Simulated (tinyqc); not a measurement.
Strain-driven crossing of the Gamma and L valleys in a germanium-like crystal: one step. Electrons in the Gamma valley. Three cases, with inputs chosen for the exercise.

Question. Non-degenerate, parabolic: share = mG^(3/2)/(mG^(3/2) + (mL^(3/2)/4) sum_i exp(-(E_Li - E_Gamma)/kT)). Also the offset at which four equal L valleys hold half of the electrons, kT ln((mL/mG)^(3/2)), and the wavelength hc/E of the direct gap.

Constants: kB = 8.617333262e-05 eV/K; hc = 1239.841984 eV nm.

Case 1.

Values chosen (out of a larger set: near those of Ge, gaps at low temperature; not measured data): mG = 0.039 m0 (mass at Gamma); mL = 0.576 m0 (density-of-states mass of the four L valleys together); T = 300 K (temperature).

Gamma edge = 0.698023 eV

L edges (eV): [111] 0.713349, [1-1-1] 0.713349, [-11-1] 0.713349, [-1-11] 0.713349

direct and indirect gap (eV): 0.542195  0.557521

Case 2.

Values chosen (out of a larger set: near those of Ge, gaps at low temperature; not measured data): mG = 0.0416 m0 (mass at Gamma); mL = 0.573 m0 (density-of-states mass of the four L valleys together); T = 300 K (temperature).

Gamma edge = 0.757632 eV

L edges (eV): [111] 0.721677, [1-1-1] 0.721677, [-11-1] 0.721677, [-1-11] 0.721677

direct and indirect gap (eV): 0.625647  0.589692

Case 3.

Values chosen (out of a larger set: near those of Ge, gaps at low temperature; not measured data): mG = 0.0401 m0 (mass at Gamma); mL = 0.575 m0 (density-of-states mass of the four L valleys together); T = 200 K (temperature).

Gamma edge = 0.675077 eV

L edges (eV): [111] 0.952450, [1-1-1] 0.451674, [-11-1] 0.451674, [-1-11] 0.952450

direct and indirect gap (eV): 0.467402  0.243998

Give: (mL/mG)^(3/2); share in Gamma; offset for an even split; wavelength.

Answer.

Case 1.

(mL/mG)^(3/2) = 56.76
share in Gamma = 3.09 %
offset for an even split = 104.4 meV
wavelength = 2287 nm

With the L valleys as they lie here, Gamma must be 104 meV below the lowest of them to hold half of the electrons at 300 K; it lies 15 meV below. A direct gap alone is not enough.

Case 2.

(mL/mG)^(3/2) = 51.12
share in Gamma = 0.484 %
offset for an even split = 101.7 meV
wavelength = 1982 nm

With the L valleys as they lie here, Gamma must be 102 meV below the lowest of them to hold half of the electrons at 300 K; it lies 36 meV above. A direct gap alone is not enough.

Case 3.

(mL/mG)^(3/2) = 54.30
share in Gamma = 8.64e-06 %
offset for an even split = 68.8 meV
wavelength = 2653 nm

With the L valleys as they lie here, Gamma must be 57 meV below the lowest of them to hold half of the electrons at 200 K; it lies 223 meV above. A direct gap alone is not enough.

Computed by tinyqc, one run a case: `OMP_NUM_THREADS=1 python tinyqc.py N N+1 out.jsonl` with N = 1080578, 1080623, 1080701; one thread of a shared Intel(R) Xeon(R) Processor @ 2.30GHz, about 0.01 s a run at most.
